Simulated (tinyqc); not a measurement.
From results back to parameters: ellipsoidal valleys in the axes of a wafer and a channel. Three cases, with inputs chosen for the exercise.

Problem. A valley whose axis makes az^2 = 0.333333 with the surface normal has 1/mz = az^2/ml + (1 - az^2)/mt and mz md^2 = ml mt^2. Its confinement and density-of-states masses are given, and ml > mt.

Case 1.

mz, md (m0): 0.1118362  0.3184881

Case 2.

mz, md (m0): 0.2734888  0.3969152

Case 3.

mz, md (m0): 0.2609736  0.3618619

Find: ml mt^2; mt; ml.

Solution. Put ml = (mz md^2)/mt^2 into the first relation and solve for mt below (mz md^2)^(1/3), the value at which ml = mt; a scan of that range finds one root.

Case 1.

ml mt^2 = 0.011344
mt = 0.076 m0
ml = 1.964 m0

Case 2.

ml mt^2 = 0.043086
mt = 0.199 m0
ml = 1.088 m0

Case 3.

ml mt^2 = 0.034173
mt = 0.192 m0
ml = 0.927 m0

Computed by tinyqc, one run a case: `OMP_NUM_THREADS=1 python tinyqc.py N N+1 out.jsonl` with N = 1880995, 1881017, 1881031; one thread of a shared Intel(R) Xeon(R) Processor @ 2.30GHz, about 0.01 s a run at most.
